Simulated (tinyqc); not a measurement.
Critical temperature from a phonon spectrum: McMillan, Allen-Dynes and the linearised Eliashberg equation. Changing the coupling lambda_1. Computed by tinyqc, a small Python program. Command: `OMP_NUM_THREADS=1 python tinyqc.py 3030152 3030153 out.jsonl eliashberg sweep`. One thread of a shared host (Intel(R) Xeon(R) Processor @ 2.30GHz), about 0.02 s of CPU time with the checks.

alpha^2 F(omega) = sum_i (lambda_i omega_i/2) delta(omega - omega_i), so that lambda = 2 int alpha^2 F/omega d omega = sum_i lambda_i.

Inputs (values chosen for the exercise, for a model metal): peak energy omega_1 = 45.8 meV; peak energy omega_2 = 87.7 meV; coupling lambda_2 = 1.45; Coulomb pseudopotential mu* = 0.15.

Peaks in alpha^2 F: two.

Constants: k_B = 8.617333262e-05 eV/K.

Method:
- omega_log = exp(sum lambda_i ln omega_i / lambda); omega_rms = sqrt(sum lambda_i omega_i^2 / lambda).
- McMillan form: k_B T_c = (omega_log/1.2) exp[-1.04 (1 + lambda)/(lambda - mu* (1 + 0.62 lambda))]. Allen-Dynes multiplies it by f1 f2: f1 = [1 + (lambda/L1)^(3/2)]^(1/3), L1 = 2.46 (1 + 3.8 mu*); f2 = 1 + (omega_rms/omega_log - 1) lambda^2/(lambda^2 + L2^2), L2 = 1.82 (1 + 6.3 mu*) omega_rms/omega_log.
- Linearised Eliashberg equation at omega_n = (2n + 1) pi k_B T, n = 0..N-1: lambda(j) = sum_i lambda_i omega_i^2/(omega_i^2 + (2 pi j k_B T)^2); K_mn = lambda(m - n) + lambda(m + n + 1) - 2 mu*(N) - delta_mn [2m + 1 + lambda(0) + 2 sum_(j=1..m) lambda(j)], with 1/mu*(N) = 1/mu* + ln(omega_rms/omega_N), omega_N = (2N + 1) pi k_B T. T_c is where the largest eigenvalue rho of K is zero.
- N is the smallest integer at or above 8 omega_max/(2 pi k_B T_AD), omega_max the highest peak and T_AD the Allen-Dynes value.

One run for each value:
```
coupling lambda_1  T_c, Eliashberg (K)  omega_log (meV)  T_c, Allen-Dynes (K)  T_c, McMillan form (K)  lambda
0.710                            126.2            70.84                 127.6                   111.4   2.160
0.956                            133.5            67.75                 134.3                   114.6   2.406
1.290                            142.4            64.59                 142.7                   118.1   2.740
1.730                            153.1            61.59                 152.5                   121.5   3.180
2.330                            166.0            58.76                 164.5                   124.7   3.780
3.140                            181.1            56.23                 178.8                   127.7   4.590
4.220                            199.0            54.08                 195.5                   130.3   5.670
5.680                            219.7            52.27                 215.2                   132.6   7.130
```

Over the rows, T_c, Eliashberg (K) rises from 126 to 220 (exponent d ln y / d ln x 0.19 between the first rows and 0.33 between the last); omega_log (meV) falls from 70.8 to 52.3 (exponent d ln y / d ln x -0.15 between the first rows and -0.11 between the last); T_c, Allen-Dynes (K) rises from 128 to 215 (exponent d ln y / d ln x 0.17 between the first rows and 0.32 between the last). McMillan/Eliashberg goes from 0.88 to 0.60. More weight on the lowest peak also pulls omega_log down, which takes back part of the gain.

Caution (all rows): for lambda above about 1.5 the plain McMillan form saturates and falls short. Caution (all rows): a phonon-mediated T_c this high is known only in hydrides under high pressure.

Extremes, crossings and ranges named in words are read from the listed rows.
